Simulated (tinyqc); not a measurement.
From one set of inputs to another, one input at a time: thermal and gravitational stress in a wafer during furnace and rapid thermal processing, and the onset of slip. Computed by tinyqc, a small Python program. Command: `OMP_NUM_THREADS=1 python tinyqc.py 3000854 3000855 out.jsonl slip ladder`. One thread of a shared host (Intel(R) Xeon(R) Processor @ 2.30GHz), about 0.01 s of CPU time with the checks.

A thin free disc in plane stress, isotropic; T(r) = T_centre + dT (r/R)^n. Stress is positive in tension; sigma_SB = 5.670374419e-8 W/(m^2 K^4), g = 9.80665 m/s^2.

The inputs printed are set A. Inputs not listed in the table keep their values of set A, so the rows need not describe a real material.

Inputs (values chosen for the exercise, modelled on silicon): wafer radius R = 225 mm; thickness t = 925 micrometre; Young's modulus E = 157 GPa; expansion alpha = 4.17 1e-6/K; edge less centre temperature dT = 31 K; exponent n of the profile = 10; temperature T = 1350 K; prefactor A of the critical stress = 0.0005 MPa; energy U of the critical stress = 1.1 eV; density rho = 2330 kg/m^3; heat capacity c = 920 J/(kg K); conductivity k = 26.8 W/(m K); wafer spacing s = 4.9 mm; ramp rate = 15 K/min.

Temperature profile: edge zone, power law.

Constants: k_B = 8.617333262e-05 eV/K.

Method:
- With x = r/R: s_rr = alpha E dT (1 - x^n)/(n + 2), s_tt = alpha E dT [1 - (n + 1) x^n]/(n + 2).
- Critical resolved stress tau_c = A exp(U/(k_B T)), a form chosen for the exercise; slip when 0.492799 |s_tt(R)| > tau_c; allowed |dT| = tau_c (n + 2)/(0.492799 n alpha E).
- In a stack heated from the rim, heat flows inward by conduction and by radiation between wafers: k_eff = k + (16/3) sigma_SB T^3 s^2/t (a diffusion estimate with the spacing as path length). A steady ramp gives the parabolic lag dT = rho c (ramp) R^2/(4 k_eff); the allowed ramp uses n = 2.

Each row keeps all changes above it:
```
input moved                                 from       to  hoop stress at the edge (MPa)  lag of the centre (K)  allowed ramp rate (K/min)
set A                                          -        -                        -16.913                 147.08                     4.0393
edge less centre temperature dT (K)           31      -40                         21.823                 147.08                     4.0393
wafer radius R (mm)                          225      150                         21.823                  65.37                     9.0885
ramp rate (K/min)                             15       29                         21.823                 126.38                     9.0885
thickness t (micrometre)                     925      775                         21.823                 116.91                     9.8253
energy U of the critical stress (eV)         1.1     0.98                         21.823                 116.91                     3.5024
conductivity k (W/(m K))                    26.8     26.5                         21.823                 117.61                     3.4813
prefactor A of the critical stress (MPa)  0.0005  0.00023                         21.823                 117.61                     1.6014
```

Which inputs carry the difference?

Hoop stress at the edge goes from -16.9 to 21.8, +38.7 in all. The largest single move comes from edge less centre temperature dT (+38.7). lag of the centre goes from 147 to 118, a factor 0.800 in all. The largest single move comes from wafer radius R (a factor 0.444), and ramp rate works against it (a factor 1.93). Allowed ramp rate goes from 4.04 to 1.60, a factor 0.396 in all. The largest single move comes from energy U of the critical stress (a factor 0.356), and wafer radius R works against it (a factor 2.25). The single moves hold for this order of the switches; the total does not depend on the order.

Extremes, crossings and ranges named in words are read from the listed rows.
